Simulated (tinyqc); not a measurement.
Where a level does most harm: Shockley-Read-Hall recombination through one deep level.

One level at Et with degeneracy 1: tn = 1/(sn vth Nt), tp = 1/(sp_ vth Nt), n1 = Nc exp((Et - Eg)/kT), p1 = Nv exp(-Et/kT), ni^2 = n1 p1. Equilibrium n0 = Nm, p0 = ni^2/Nm; n = n0 + dn, p = p0 + dn. U = (n p - ni^2)/(tp (n + n1) + tn (p + p1)), lifetime dn/U; emission rates en = sn vth n1, ep = sp_ vth p1.

Constants: kB = 8.617333262e-05 eV/K.

Inputs chosen for the exercise (gap and densities of states near those of Si at this temperature; not measured data):
- Eg = 1.055 eV (gap)
- Nc = 5.26e+19 1/cm^3 (conduction-band density of states)
- Nv = 2.22e+19 1/cm^3 (valence-band density of states)
- T = 450 K
- Nt = 1e+16 1/cm^3 (defects)
- sn = 8.9e-15 cm^2 (electron capture cross-section)
- sp_ = 2.5e-15 cm^2 (hole capture cross-section)
- vth = 19000000 cm/s (thermal velocity, both carriers)
- Nm = 1e+17 1/cm^3 (equilibrium electrons for the lifetime steps)

Et takes the values listed; G = Nt en ep/(en + ep) in a depleted region; the lifetime is for dn = 1e11 1/cm^3.

Results:
```
Et (eV)  lifetime (microsecond)  G (1/(cm^3 s))
0.063                    0.0280        6.91e+17
0.148                   0.00499        6.18e+18
0.232                   0.00244        5.39e+19
0.316                   0.00214        4.71e+20
0.401                   0.00211        4.16e+21
0.485                   0.00211        1.89e+22
0.570                   0.00211        4.30e+21
0.654                   0.00214        4.99e+20
0.738                   0.00242        5.73e+19
0.823                   0.00490        6.40e+18
0.907                    0.0265        7.33e+17
0.992                     0.220        8.19e+16
```

Generation peaks where en = ep, at Eg/2 + (kT/2) ln(sp_ Nv/(sn Nc)) = 0.486 eV; the largest value listed is at 0.485 eV, and G falls by a decade for each 0.089 eV away from the peak. The lifetime is within a factor 2 of its minimum, 0.00211 microsecond, from 0.232 to 0.738 eV: recombination tolerates a wide range of Et, generation a narrow one.

Program tinyqc; command `OMP_NUM_THREADS=1 python tinyqc.py 1651649 1651650 out.jsonl`; about 0.01 s on one thread of a shared Intel(R) Xeon(R) Processor @ 2.30GHz.
